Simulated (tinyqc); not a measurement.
# A chain with uneven site energies and dephasing by Buettiker voltage probes: coherent and dephased transmission against energy

Sites 1 to 6 form a chain with hopping -t. Lead L joins site 1 and lead R site 6, both semi-infinite chains with hopping -t and site energy 0. Every site carries a probe with self-energy -i Gamma_p/2 that draws no net current. Linear response at zero temperature: mu_L = 1, mu_R = 0 in units of the bias.

Sigma = t^2 g(E), g(x) = (x - i sqrt(4 t^2 - x^2))/(2 t^2) for |x| < 2 t and (x - sign(x) sqrt(x^2 - 4 t^2))/(2 t^2) otherwise; Gamma = -2 Im Sigma; G = (E - H - Sigma_L - Sigma_R + i Gamma_p/2)^(-1). With Gamma the broadening by one lead, T_RL = Gamma^2 |G_(6,1)|^2, T_pL = Gamma Gamma_p |G_(p,1)|^2, T_pR = Gamma Gamma_p |G_(p,6)|^2, T_pq = Gamma_p^2 |G_(p,q)|^2 for p != q. No current into probe p: W mu = T_pL with W_pp = T_pL + T_pR + sum_q T_pq and W_pq = -T_pq. Then T_eff = T_RL + sum_p T_pR mu_p, and the resistance is (h/2q^2)/T_eff. Without probes means Gamma_p = 0.

Parameters, values chosen for the exercise: hopping (matrix element -t) t = 1.4 eV; site energies 1 to N U = [-0.66, 0.85, -0.19, 1.43, 0.21, -0.12] eV; probe broadening Gamma_p gp = 0.77 eV.

Results:
```
E (eV),T without probes,T_eff
-2.52,0.1837,0.1309
-2.1,0.4046,0.2470
-1.68,0.8879,0.3877
-1.26,0.8725,0.4188
-0.84,0.5997,0.3861
-0.42,0.4755,0.3642
0.42,0.4313,0.3522
0.84,0.4429,0.3516
1.26,0.4830,0.3640
1.68,0.6007,0.3927
2.1,0.8616,0.4043
2.52,0.6456,0.3315
```

Estimate the missing row, E = 0 eV.

Computed row:
```
E (eV),T without probes,T_eff
0,0.4361,0.3566
```

With this row back in the table: Without probes T lies between 0.184 and 0.888 in these rows, with them between 0.131 and 0.419. The probes lower it in 13 rows and raise it in 0.

Computed by the program tinyqc: `OMP_NUM_THREADS=1 python tinyqc.py 2700025 2700026 out.jsonl`, one thread of a shared Intel Xeon 2.30GHz, about 0.01 s for the whole run.
